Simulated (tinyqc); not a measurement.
Adsorption as a lattice gas: isotherms with interactions, competition, desorption peaks and saturation dose: one step, computed by the program tinyqc. Command: `OMP_NUM_THREADS=1 python tinyqc.py 3015793 3015794 out.jsonl adsorb walk`. One thread of a shared host (Intel(R) Xeon(R) Processor @ 2.30GHz), about 0.2 s of CPU time with the checks.

One adsorbate per site; a molecule needs 1 empty site. Gas and surface have the same temperature.

Question. Dose to saturate, flat and in a hole. Without desorption or interaction, 99 % coverage needs the time (N_s/(s0 F)) ln 100. For a round hole of aspect ratio a in molecular flow with unit sticking (Gordon), the time is N_s/F x [1 + (19/4) a + (3/2) a^2]. The larger of the two times is a rough guide.

Inputs (values chosen for the exercise, for a model surface): desorption energy E = 0.812 eV; prefactor nu = 2e+13 1/s; site density N_s = 9.6 1/nm^2; sticking coefficient s0 = 0.17; temperature T = 349 K; aspect ratio a (depth over diameter) of a hole = 100.

Adsorption: molecular (first order).

flux F = 607.1715 1/(nm^2 s)

Give: time on a flat surface; time for the hole.

Answer.

time on a flat surface = 0.4283 s

time for the hole = 244.7 s

The hole is limited by transport: for deep holes the dose grows as a^2. Caution: with k_d = nu exp(-E/(k_B T)) of these inputs desorption is not negligible over the time on a flat surface, so without interaction 99 % coverage is not reached.
